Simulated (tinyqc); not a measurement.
# Worked calculation: resistance of a tapered via with liner, size effect and interface

Numbers from tinyqc (`OMP_NUM_THREADS=1 python tinyqc.py 2750206 2750207 out.jsonl`; about 0.01 s on one thread of a shared Intel Xeon 2.30GHz). Printed values are rounded.

A round via whose diameter grows from db at the bottom as D(z) = db + 2 z/tan(ang). The fill, of diameter D - 2 tl, starts above the bottom liner (thickness fb tl) and has rho = rho0 (1 + ks lam/(D - 2 tl)); the sidewall liner conducts in parallel with it. The bottom liner and the interface are crossed over the full area pi db^2/4. Spreading in the lines above and below is left out.

Parameters, values chosen for the exercise; fill metal close to ruthenium: diameter at the bottom db = 13 nm; height hv = 45 nm; sidewall angle ang = 85 degrees; bulk resistivity of the fill rho0 = 7.78 uohm cm; mean free path of the fill lam = 6.5 nm; size-effect factor ks = 1.5; liner on the sidewall tl = 0.3 nm; liner at the bottom over that on the sidewall fb = 0.5; resistivity of the liner rl = 440 uohm cm; interface resistivity at the bottom ri = 4.3e-12 ohm cm^2; ballistic conductance per area, about 3/(4 rho0 lam) Sb = 1.5e15 S/m^2.

## Slices of the via

Slices between z0 = fb tl and hv, evaluated at their midpoints: conductance per length pi/4 [(D - 2 tl)^2/rho + (D^2 - (D - 2 tl)^2)/rl], slice resistance = slice height over that. 9 slices.

z, slice 0 to 8 (nm): [2.64167, 7.625, 12.6083, 17.5917, 22.5750, 27.5583, 32.5417, 37.5250, 42.5083]
D, slice 0 to 8 (nm): [13.4622, 14.3342, 15.2062, 16.0781, 16.9501, 17.8221, 18.6941, 19.5660, 20.4380]
rho, slice 0 to 8 (uohm cm): [13.6775, 13.3031, 12.9734, 12.6808, 12.4194, 12.1845, 11.9723, 11.7795, 11.6037]
slice resistance, slice 0 to 8 (ohm): [5.23019, 4.46277, 3.84890, 3.35081, 2.94154, 2.60145, 2.31600, 2.07424, 1.86779]

## Total resistance

R_fill = sum of the slices; R_bottom = rl fb tl/(pi db^2/4); R_interface = ri/(pi db^2/4); ballistic (Sharvin) limit 1/(Sb pi (db - 2 tl)^2/4); ideal cylinder rho0 hv/(pi db^2/4).

parts (ohm): fill 28.6937, bottom liner 4.97241, interface 3.23960
R = 36.9057 ohm
shares (%): fill 77.7487, bottom liner 13.4733, interface 8.7781
ballistic limit = 5.52046 ohm
ideal cylinder = 26.3764 ohm

The fill is the largest part, and R is 1.40 times the ideal cylinder. With 2000 slices R = 36.939 ohm.
